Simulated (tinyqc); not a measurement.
Raman shift of the zone-centre optical phonon of a diamond-structure crystal under stress: one step, computed by the program tinyqc.

Axes x, y, z are the cube axes. Strain shifts the threefold optical mode and can split it; p, q and r are the phonon deformation potentials.

Task: Stress and strain tensors. Equal biaxial stress in the plane normal to the axis (unit vector n): sigma_ij = sigma (delta_ij - n_i n_j). eps_xx = S11 sigma_xx + S12 (sigma_yy + sigma_zz), and cyclic; eps_xy = S44 sigma_xy/2 (tensor strain).

Inputs (values chosen for the exercise, for a model crystal): stress sigma (tension positive) = 0.71 GPa.

Stress state: biaxial. Axis: [110].

S44 = 14.59854 1/TPa

S11 = 9.292767 1/TPa

S12 = -2.148881 1/TPa

Give: stress; strain; volume strain.

Result:

stress (GPa):
```
        x       y      z
x   0.355  -0.355  0.000
y  -0.355   0.355  0.000
z   0.000   0.000  0.710
```

strain (per mille):
```
         x        y       z
x   1.0104  -2.5912  0.0000
y  -2.5912   1.0104  0.0000
z   0.0000   0.0000  5.0722
```

volume strain = 7.0929 per mille
